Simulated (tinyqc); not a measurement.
Single-domain magnet: Stoner-Wohlfarth switching, Neel-Arrhenius retention, LLG dynamics and spin torque: one step, computed by the program tinyqc.

The moment is uniform, with unit vector m; z is the easy axis. mu_0 = 1.25663706212e-6 T m/A, gamma = 1.76085963023e11 rad/(s T).

Task: One LLG step. In the time s = gamma mu_0 H_K t: (1 + alpha^2) dm/ds = -m x b - alpha m x (m x b) + a [m x (m x z) - alpha m x z], b = m_z z, a = alpha I/I_c0; Heun steps (Euler predictor, mean of the two slopes) without renormalising; start m = (sin theta_0, 0, cos theta_0), theta_0 = 1/sqrt(2 Delta).

Inputs (values chosen for the exercise, for a model magnet):
```
quantity                        value  unit
temperature T                     250     K
damping alpha                   0.033     -
drive I/I_c0                      3.9     -
time step times gamma mu_0 H_K   0.15     -
```

Shape: thin disc, easy axis normal to it.

stability factor Delta = 597.3372

Give: m at the start; first slope; predictor; second slope; m after the step.

Result:

m at the start: 0.0289  0.0000  0.9996

first slope: 0.00276  0.02901  -0.00008

predictor: 0.0293  0.0044  0.9996

second slope: -0.00156  0.02984  -0.00008

m after the step: 0.0290  0.0044  0.9996

Caution: a flat cylinder has a smaller N_z than the spheroid of the same t/d, so K_eff of a real disc is larger.
